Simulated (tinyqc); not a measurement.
Strain, valley repopulation and piezoresistance in a many-valley conduction band: one step, computed by the program tinyqc.

Valleys are ellipsoids with mass m_l along the axis a and m_t across it, parabolic, with one constant relaxation time; strain shifts the valleys and leaves the masses alone. Currents are taken along [100], along the load, and along [010], across the load.

Task: Strain. Compliances S11 = (C11 + C12)/((C11 - C12)(C11 + 2 C12)), S12 = -C12/((C11 - C12)(C11 + 2 C12)), S44 = 1/C44; stress sigma_ij = X n_i n_j for the unit vector n of the load; e_xx = S11 sigma_xx + S12 (sigma_yy + sigma_zz), e_xy = S44 sigma_xy/2 (tensor strain).

Inputs (values chosen for the exercise, for a model crystal):
```
quantity                     value  unit
C11                            161   GPa
C12                           60.9   GPa
C44                           82.3   GPa
stress X (tension positive)    120   MPa
```

Valley axes: <100> (6 valleys in 3 pairs). Load: uniaxial [100].

Give: strain tensor.

Result:

strain tensor (%):
```
         x         y         z
x  0.09406   0.00000   0.00000
y  0.00000  -0.02582   0.00000
z  0.00000   0.00000  -0.02582
```
